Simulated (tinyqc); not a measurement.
# Worked calculation: ballistic Schottky-barrier transistor with a two-dimensional channel, WKB contacts

Program tinyqc, `OMP_NUM_THREADS=1 python tinyqc.py 2390055 2390056 out.jsonl`; Intel Xeon 2.30GHz, shared host, one thread, about 0.4 s. Printed values are rounded.

Source Fermi level 0, drain Fermi level -Vd. Far from the contacts Ec = pn - psi, and the gate moves psi one to one; the band edges relax as exp(-x/lam) from pn at the source and pn - Vd at the drain; Ev = Ec - Eg. A carrier of energy w inside the channel band meets at a contact a barrier of height D (the contact edge beyond the channel edge): T = 1 for w >= D, else exp(-S), S = 4 lam sqrt(m/C) [sqrt(D - w) - sqrt(w) arctan sqrt((D - w)/w)], C = hbar^2/(2 m0). The two contacts combine as Ts Td/(Ts + Td - Ts Td).

Parameters, values chosen for the exercise; channel values close to those of an ultrathin silicon body with silicide contacts: temperature T = 300 K; band gap Eg = 1.12 eV; barrier for electrons at both contacts pn = 0.34 eV; electron mass mn = 0.19 m0; hole mass mp = 0.26 m0; valleys or subbands g = 2; screening length at the contacts lam = 4.9 nm; drain bias Vd = 0.05 V; band shift psi of the channel by the gate ps = 0.29 V; energy of one carrier inside the channel band w0 = 0.21 eV; upper end of the grid wm = 0.47 eV; points of the grid nE = 15.

Constants: q = 1.602176634e-19 C, kB = 1.380649e-23 J/K, hbar = 1.054571817e-34 J s, h = 6.62607015e-34 J s, m0 = 9.1093837015e-31 kg, Vt = kB T/q, hbar^2/(2 m0) = 0.0380998212 eV nm^2. Results are converted to the units shown.

Range of the model: No scattering, image-force lowering, channel charge or band-to-band tunnelling; parabolic kappa overstates S deep in the gap.

## Band edges and barriers

Electrons: Ds = psi, Dd = psi - Vd, Es = Ec, Ed = Ec + Vd. Holes: Ds = -psi, Dd = Vd - psi, Es = -Ev, Ed = -Ev - Vd. The size of each current is taken; both flow from drain to source and add.

Ec = 0.05 eV
Ev = -1.07 eV
D for electrons (eV): source 0.290000, drain 0.240000
D for holes (eV): source -0.290000, drain -0.240000

A negative D is no barrier. Here the electrons carry the larger current.

## Transmission of one of the electrons

S and T at both contacts for w = w0, and the tunnelling distance lam ln(D/w) at the higher barrier.

S at the source = 1.28837
S at the drain = 0.332905
combined T = 0.248640
tunnelling distance = 1.58159 nm

## Current of the electrons on a coarse grid

I/W = g (2 q^2/h) int T(w) [N(Es + w) - N(Ed + w)] dw with w the energy of motion along the channel, N(y) = (1/2 pi) sqrt(pi m kB T/C) Fm(-y/kB T), Fm(x) = (1/sqrt(pi)) int_0^infinity u^(-1/2)/(1 + exp(u - x)) du. Electrons: Ds = psi, Dd = psi - Vd, Es = Ec, Ed = Ec + Vd. Holes: Ds = -psi, Dd = Vd - psi, Es = -Ev, Ed = -Ev - Vd. The size of each current is taken; both flow from drain to source and add. Simpson's rule on nE equally spaced w from 0 to wm.

| point | w (eV) | Ts | Td | T | size of the supply difference (1/um) |
|---|---|---|---|---|---|
| 0 | 0.000000 | 5.79995e-11 | 4.87087e-10 | 5.18281e-11 | 11.2164 |
| 1 | 0.033571 | 4.32423e-6 | 3.15706e-5 | 3.80331e-6 | 3.31262 |
| 2 | 0.067143 | 1.95350e-4 | 0.00122670 | 1.68543e-4 | 0.924844 |
| 3 | 0.100714 | 0.00253495 | 0.0135063 | 0.00213893 | 0.253997 |
| 4 | 0.134286 | 0.0168850 | 0.0749584 | 0.0139733 | 0.0694390 |
| 5 | 0.167857 | 0.0719256 | 0.259192 | 0.0596609 | 0.0189598 |
| 6 | 0.201429 | 0.217867 | 0.610693 | 0.191298 | 0.00517504 |
| 7 | 0.235000 | 0.494467 | 0.978559 | 0.489167 | 0.00141239 |
| 8 | 0.268571 | 0.849859 | 1 | 0.849859 | 3.85463e-4 |
| 9 | 0.302143 | 1 | 1 | 1 | 1.05198e-4 |
| 10 | 0.335714 | 1 | 1 | 1 | 2.87101e-5 |
| 11 | 0.369286 | 1 | 1 | 1 | 7.83536e-6 |
| 12 | 0.402857 | 1 | 1 | 1 | 2.13837e-6 |
| 13 | 0.436429 | 1 | 1 | 1 | 5.83591e-7 |
| 14 | 0.470000 | 1 | 1 | 1 | 1.59270e-7 |

current = 0.0258649 uA/um

A converged quadrature gives 0.02582 uA/um; this grid is 0.16 % above that. 2.61 % of it passes over both barriers, the rest tunnels. The other carrier adds 2.97e-15 uA/um.
